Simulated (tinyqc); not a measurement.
Harmonic frequencies on the RHF/3-21g surface (energies and gradients from PySCF), for H2, spin multiplicity 1, step by step. One step of it, computed by the program tinyqc.

Question. Normal modes. Diagonalise H_ij / sqrt(m_i m_j); the 5 smallest eigenvalues belong to translations and rotations; wavenumber = sqrt(eigenvalue / 1822.888) x 219474.63; each mode has its largest component positive (the first on a tie); zero-point energy = sum of wavenumbers / 2, with 349.755 1/cm per kcal/mol. A mass of 2.014 u marks deuterium.

Hessian (symmetrised) (hartree/bohr^2), order 1Hx, 1Hy, 1Hz, 2Hx, 2Hy, 2Hz:
```
[[0.00001973, 0.00000000, 0.00000000, -0.00001973, 0.00000000, 0.00000000],
 [0.00000000, 0.00001973, 0.00000000, 0.00000000, -0.00001973, 0.00000000],
 [0.00000000, 0.00000000, 0.41363286, 0.00000000, 0.00000000, -0.41363286],
 [-0.00001973, 0.00000000, 0.00000000, 0.00001973, 0.00000000, 0.00000000],
 [0.00000000, -0.00001973, 0.00000000, 0.00000000, 0.00001973, 0.00000000],
 [0.00000000, 0.00000000, -0.41363286, 0.00000000, 0.00000000, 0.41363286]]
```

masses (u): [1.007825, 2.014102]

Give: eigenvalues of the mass-weighted Hessian; harmonic wavenumbers of the vibrations; mass-weighted modes; zero-point energy.

Answer.

eigenvalues of the mass-weighted Hessian (hartree/(bohr^2 u)): [0.0000, 0.0000, 0.0000, 0.0000, 0.0000, 0.6158]

harmonic wavenumbers of the vibrations (1/cm): [4033.9]

mass-weighted modes, order 1Hx, 1Hy, 1Hz, 2Hx, 2Hy, 2Hz:
```
[[0.0000],
 [0.0000],
 [0.8164],
 [0.0000],
 [0.0000],
 [-0.5775]]
```

zero-point energy = 5.7667 kcal/mol
